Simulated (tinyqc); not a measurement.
## Off-state leakage of single and stacked transistors: leakage components against the temperature

n-channel devices of unit width. Subthreshold current I(Vg, Vs, Vd) = I0 (T/300 K)^0.5 exp[(Vg - Vs - VT(T) - gb (Vs - Vb) + dd (Vd - Vs))/(nf Vt)] (1 - exp(-(Vd - Vs)/Vt)), VT(T) = VT - cT (T - 300 K). Gate-edge tunnelling Ig (Vd/1 V) exp(ag (Vd - 1 V)), for a gate at 0 V, and band-to-band leakage Ab u exp(-Bb/u), u = Vd - Vb + 1 V, flow at a drain held at V; both are taken as independent of T. In a stack of off transistors (all gates at 0 V) the same subthreshold current passes through each.

One transistor with Vg = Vs = 0, Vd = V; stack factor I(one)/I(two in series).

Values chosen for this exercise; values of the order met in bulk silicon logic transistors:
- V = 1.2 V (supply voltage)
- VT = 0.42 V (threshold at 300 K, zero drain and body bias)
- cT = 0.9 mV/K (fall of the threshold with temperature)
- I0 = 0.65 uA/um (current at threshold at 300 K)
- nf = 1.15 (slope factor)
- dd = 0.07 (drain-induced lowering per volt)
- gb = 0.22 (rise of the threshold per volt of source-body bias)
- Ig = 0.0003 uA/um (gate-edge tunnelling current at 1 V)
- ag = 5.5 1/V (exponential slope of the gate current)
- Ab = 2 uA/(um V) (prefactor of band-to-band leakage at the drain)
- Bb = 24 V (its exponential voltage)
- Vb = 0 V (body voltage)

Constants: q = 1.602176634e-19 C, kB = 1.380649e-23 J/K, Vt = kB T/q. Results are converted to the units shown.

The same in every row: gate edge (nA/um) = 1.081; band-to-band (nA/um) = 0.08048.

Result of one run:
```
T (K)  subthreshold (nA/um)  total (nA/um)  stack factor  largest part
275                0.001205          1.163         19.92     gate edge
```

What becomes of these results when the temperature T is changed from 275 to 350 K, all else the same?

Result of the changed run:
```
T (K)  subthreshold (nA/um)  total (nA/um)  stack factor  largest part
350                  0.1595          1.321         11.18     gate edge
```

The whole series:
```
T (K)  subthreshold (nA/um)  total (nA/um)  stack factor  largest part
250                1.243e-4          1.162         26.28     gate edge
275                0.001205          1.163         19.92     gate edge
300                0.008028          1.170         15.87     gate edge
325                 0.04008          1.202         13.13     gate edge
350                  0.1595          1.321         11.18     gate edge
375                  0.5291          1.691         9.752     gate edge
400                   1.514          2.676         8.667  subthreshold
425                   3.836          4.998         7.822  subthreshold
```

As T goes from 250 to 425, the total leakage rises from 1.16 to 5.00 nA/um. The gate edge part leads at T = 250, the subthreshold part from 400 on. The subthreshold part doubles every 18.6 K between the last two rows. The reduction by a stack of two falls from 26.3 to 7.82, for the subthreshold part alone.

Numbers from tinyqc (`OMP_NUM_THREADS=1 python tinyqc.py 2242139 2242140 out.jsonl`; about 0.03 s on one thread of a shared Intel Xeon 2.30GHz).
